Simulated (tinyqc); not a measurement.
## Polarisation charge from two barrier thicknesses

Inverse problem. VT = phiB - dEc - q sigma d/(eps0 eps_r). Find sigma, phiB - dEc and the thickness at which VT = 0.

Parameters, values chosen for the exercise:
- eps_r = 9.4 (relative permittivity of barrier and channel)

Constants: q = 1.602176634e-19 C, eps0 = 8.8541878128e-14 F/cm where lengths are in cm. Results are converted to the units shown.

VT for d = 30 and 40 nm (V): -6.9743052  -9.5730736

Answer. VT is linear in d.

sigma = 1.350e13 cm^-2
phiB - dEc = 0.8220 V
thickness for VT = 0 = 3.163 nm

Computed by the program tinyqc: `OMP_NUM_THREADS=1 python tinyqc.py 2570108 2570109 out.jsonl`, one thread of a shared Intel Xeon 2.30GHz, about 0.02 s for the whole run.
